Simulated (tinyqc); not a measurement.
Inside a calculation. Model: square-lattice Ising model by mean field, Bethe lattice, transfer matrix, exact enumeration and Monte Carlo steps. Computed by tinyqc, a small Python program that keeps every step. Command: `OMP_NUM_THREADS=1 python tinyqc.py 3019620 3019621 out.jsonl ising walk`. One thread of a shared host (Intel(R) Xeon(R) Processor @ 2.30GHz), about 1 s of CPU time with the checks. Intermediate numbers are printed to about 5 digits and carried at full precision; extremes and crossings named in words are read from the listed rows.

H = -J sum over nearest pairs s_i s_j, s = +-1, no field, periodic boundaries; energies per site are in J. As a lattice gas or an alloy, s marks which species holds the site.

Inputs (values chosen for the exercise, for a model lattice):

| quantity | value | unit |
|---|---|---|
| coupling J | 45.5 | meV |
| temperature T | 1170 | K |
| strip width w | 2 | - |
| factor on the grid 1.5, 1.85, 2.1, 2.45, 2.65, 3.1, 3.6, 4.4 of k_B T/J | 1.06 | - |

Enumerated cell: 4 x 5. Monte Carlo rule: Metropolis.

Constants: k_B = 8.617333262e-05 eV/K.

## Reduced coupling

K = J/(k_B T). Onsager: k_B T_c/J = 2/ln(1 + sqrt 2); mean field: 4; Bethe lattice with z = 4: 2/ln 2.

K = 0.45129

critical temperatures (K): exact 1198.1, Bethe 1523.5, mean field 2112.0

T lies below all three.

## Three theories of the infinite lattice

K = J/(k_B T). Mean field: m = tanh(4 K m), u = -2 m^2. Bethe: cavity field h = 3 artanh(tanh K tanh h), m = tanh(4h/3), u = -2 (tanh K + tanh^2 h)/(1 + tanh K tanh^2 h). Exact: m = [1 - sinh(2K)^(-4)]^(1/8) below T_c; u = -coth(2K) [1 + (2/pi)(2 tanh^2(2K) - 1) K1(k)], k = 2 sinh(2K)/cosh^2(2K), K1 the complete elliptic integral of the first kind. The largest root is taken.

m, mean field = 0.93353

u, mean field = -1.7429

cavity field h = 1.0050

m, Bethe = 0.87167

u, Bethe = -1.6142

m, exact = 0.76079

u, exact = -1.5230

Against the exact energy mean field misses by -0.220 J and Bethe by -0.091 J.

## Transfer matrix

Strip of w sites, periodic across (for w = 2 the pair is joined by two bonds): T(s, s') = exp(K [sum_i s_i s'_i + (r(s) + r(s'))/2]), r(s) = sum_i s_i s_(i+1).

T, lower triangle (symmetric):
```
        ++      +-      -+      --
++  6.0809
+-  1.0000  1.0000
-+  1.0000  0.1645  1.0000
--  1.0000  1.0000  1.0000  6.0809
```

## Free energy and correlation length of the strip

With the eigenvalues l1 > l2: -f/(k_B T) = ln(l1)/w per site; xi = 1/ln(l1/l2) rows.

three largest eigenvalues: 7.6935  5.0809  0.8355

-f/(k_B T) = 1.0202

correlation length xi = 2.4102

xi/w = 1.205; for wide strips at T_c this ratio tends to 4/pi = 1.273, and T lies below T_c, where xi grows exponentially with w.

## Exact averages on the small cell

States of the 4 x 5 cell:

| E (J) | \|M\| | count |
|---|---|---|
| -40 | 20 | 2 |
| -32 | 18 | 40 |
| -28 | 16 | 80 |
| -24 | 4 | 10 |
| -24 | 12 | 50 |
| -24 | 14 | 240 |
| -24 | 16 | 300 |
| -20 | 0 | 44 |
| -20 | 2 | 80 |
| -20 | 6 | 80 |
| -20 | 8 | 160 |
| -20 | 10 | 408 |
| -20 | 12 | 680 |
| -20 | 14 | 960 |
| -16 | 0 | 260 |
| -16 | 2 | 640 |
| -16 | 4 | 1080 |
| -16 | 6 | 1280 |
| -16 | 8 | 1760 |
| -16 | 10 | 2200 |
| -16 | 12 | 3060 |
| -16 | 14 | 1080 |
| -12 | 0 | 2960 |
| -12 | 2 | 5800 |
| -12 | 4 | 5840 |
| -12 | 6 | 6680 |
| -12 | 8 | 7680 |
| -12 | 10 | 8400 |
| -12 | 12 | 3880 |
| -8 | 0 | 10380 |
| -8 | 2 | 21680 |
| -8 | 4 | 22650 |
| -8 | 6 | 23000 |
| -8 | 8 | 20620 |
| -8 | 10 | 11280 |
| -8 | 12 | 2020 |
| -4 | 0 | 30880 |
| -4 | 2 | 59640 |
| -4 | 4 | 54960 |
| -4 | 6 | 44240 |
| -4 | 8 | 25200 |
| -4 | 10 | 6680 |
| 0 | 0 | 48442 |
| 0 | 2 | 91280 |
| 0 | 4 | 72320 |
| 0 | 6 | 42880 |
| 0 | 8 | 15720 |
| 0 | 10 | 2040 |
| 4 | 0 | 46640 |
| 4 | 2 | 82600 |
| 4 | 4 | 55920 |
| 4 | 6 | 26200 |
| 4 | 8 | 5200 |
| 8 | 0 | 29000 |
| 8 | 2 | 49320 |
| 8 | 4 | 27960 |
| 8 | 6 | 8120 |
| 8 | 8 | 1180 |
| 12 | 0 | 11740 |
| 12 | 2 | 17960 |
| 12 | 4 | 8680 |
| 12 | 6 | 2160 |
| 16 | 0 | 3200 |
| 16 | 2 | 5360 |
| 16 | 4 | 1860 |
| 16 | 6 | 400 |
| 20 | 0 | 960 |
| 20 | 2 | 1200 |
| 20 | 4 | 600 |
| 24 | 0 | 200 |
| 24 | 2 | 280 |
| 24 | 4 | 60 |
| 28 | 0 | 40 |
| 28 | 2 | 80 |
| 32 | 0 | 10 |

Weights count x exp(-K E); N = 20; u = <E>/N, c = K^2 (<E^2> - <E>^2)/N in k_B, Binder U = 1 - <M^4>/(3 <M^2>^2).

ln Z / N = 0.97897

u, cell = -1.5911

heat capacity c, cell = 0.81535

<|m|>, cell = 0.84821

Binder cumulant U = 0.62169

The cell energy lies -0.068 J from the infinite lattice: periodic images add correlation.

## The methods across T_c

The grid values of k_B T/J times the given factor are rounded to 3 figures before use.

Order and energy:

| k_B T/J | T (K) | m mean field | m Bethe | m exact | <\|m\|> cell | u Bethe | u exact | u cell | U cell |
|---|---|---|---|---|---|---|---|---|---|
| 1.59 | 839.5 | 0.98609 | 0.98125 | 0.98042 | 0.97972 | -1.9322 | -1.9308 | -1.9299 | 0.66301 |
| 1.96 | 1034.9 | 0.96122 | 0.93635 | 0.92343 | 0.92411 | -1.7903 | -1.7731 | -1.7744 | 0.64812 |
| 2.23 | 1177.5 | 0.93172 | 0.86687 | 0.73312 | 0.84317 | -1.6021 | -1.5002 | -1.5796 | 0.61972 |
| 2.60 | 1372.8 | 0.87207 | 0.65847 | 0.00000 | 0.69711 | -1.1769 | -1.0283 | -1.2622 | 0.54976 |
| 2.81 | 1483.7 | 0.82622 | 0.36869 | 0.00000 | 0.61795 | -0.8202 | -0.9030 | -1.0992 | 0.49920 |
| 3.29 | 1737.1 | 0.67628 | 0.00000 | 0.00000 | 0.48246 | -0.5898 | -0.7172 | -0.8258 | 0.38379 |
| 3.82 | 2017.0 | 0.36076 | 0.00000 | 0.00000 | 0.39508 | -0.5119 | -0.5901 | -0.6462 | 0.28587 |
| 4.66 | 2460.5 | 0.00000 | 0.00000 | 0.00000 | 0.32350 | -0.4227 | -0.4644 | -0.4877 | 0.19437 |

At k_B T/J = 1.59 all values of m agree within 0.007. At 2.6 the exact m is 0 while Bethe gives 0.66, mean field 0.87 and the cell 0.70: neglect of fluctuations raises T_c, and a finite cell rounds the transition. U falls from 0.663 (2/3 when ordered) to 0.194 (0 for a large disordered system).

## Metropolis steps

start configuration, 5 x 5, rows and columns numbered from 1:
```
   1   2   3   4   5
1  1  -1   1  -1   1
2  1  -1   1   1   1
3  1  -1   1  -1  -1
4  1  -1   1   1   1
5  1  -1  -1  -1   1
```

Random draws:

| step | row | column | u |
|---|---|---|---|
| 1 | 1 | 5 | 0.2682 |
| 2 | 5 | 4 | 0.7228 |
| 3 | 3 | 1 | 0.9718 |
| 4 | 3 | 4 | 0.9385 |
| 5 | 2 | 4 | 0.3435 |
| 6 | 4 | 1 | 0.9827 |
| 7 | 3 | 5 | 0.6527 |
| 8 | 5 | 3 | 0.8176 |
| 9 | 2 | 4 | 0.2169 |
| 10 | 2 | 5 | 0.9113 |
| 11 | 2 | 1 | 0.6407 |
| 12 | 4 | 2 | 0.6343 |
| 13 | 4 | 5 | 0.8351 |
| 14 | 2 | 2 | 0.1140 |

h is the sum of the four neighbours. dE = 2 J s h; flip if u < p = min(1, exp(-2 K s h)).

Steps:

| step | s before | h | p | s after |
|---|---|---|---|---|
| 1 | 1 | 2 | 0.1645 | 1 |
| 2 | -1 | 0 | 1.0000 | 1 |
| 3 | 1 | 0 | 1.0000 | -1 |
| 4 | -1 | 2 | 1.0000 | 1 |
| 5 | 1 | 2 | 0.1645 | 1 |
| 6 | 1 | 0 | 1.0000 | -1 |
| 7 | -1 | 2 | 1.0000 | 1 |
| 8 | -1 | 2 | 1.0000 | 1 |
| 9 | 1 | 2 | 0.1645 | 1 |
| 10 | 1 | 4 | 0.0270 | 1 |
| 11 | 1 | 0 | 1.0000 | -1 |
| 12 | -1 | -2 | 0.1645 | -1 |
| 13 | 1 | 2 | 0.1645 | 1 |
| 14 | -1 | -2 | 0.1645 | 1 |

configuration after the steps:
```
    1   2  3   4  5
1   1  -1  1  -1  1
2  -1   1  1   1  1
3  -1  -1  1   1  1
4  -1  -1  1   1  1
5   1  -1  1   1  1
```

8 of the 14 steps changed a spin; the sum of spins went from 5 to 9.

Checks made by the program: ln Z of the cell against the trace of a power of the transfer matrix (relative difference below 1e-10).
